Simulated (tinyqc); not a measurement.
# Ionisation ratio from the excess noise

Problem. In the local model of an avalanche photodiode F = k M + (1 - k)(2 - 1/M), k the ratio of the ionisation coefficient of the other carrier to that of the injected one. Find k and F at twice the gain.

M = 13
excess noise factor F = 2.2110769

Solution. F is linear in k: k = (F - 2 + 1/M)/(M - 2 + 1/M).

k = 0.0260
F at 2 M = 2.59

Numbers from tinyqc (`OMP_NUM_THREADS=1 python tinyqc.py 2120043 2120044 out.jsonl`; about 0.1 s on one thread of a shared Intel Xeon 2.30GHz).
